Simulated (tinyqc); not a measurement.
# Area and perimeter leakage from two diodes

Problem. A square diode and a finger diode leak I = JA area + JP perimeter. Find JA, JP and the side of the square at which both parts are equal.

areas (um^2): 90000  102000
perimeters (um): 1200  41310
leakage currents (pA): 69.132000  102.71910

Answer. Two linear equations give JA and JP; for a square of side a, JA a^2 = 4 JP a at a = 4 JP/JA.

JA = 7.600e-8 A/cm^2
JP = 6.100e-12 A/cm
side for equal parts = 3.211 um

Computed by the program tinyqc: `OMP_NUM_THREADS=1 python tinyqc.py 2290103 2290104 out.jsonl`, one thread of a shared Intel Xeon 2.30GHz, about 0.01 s for the whole run.
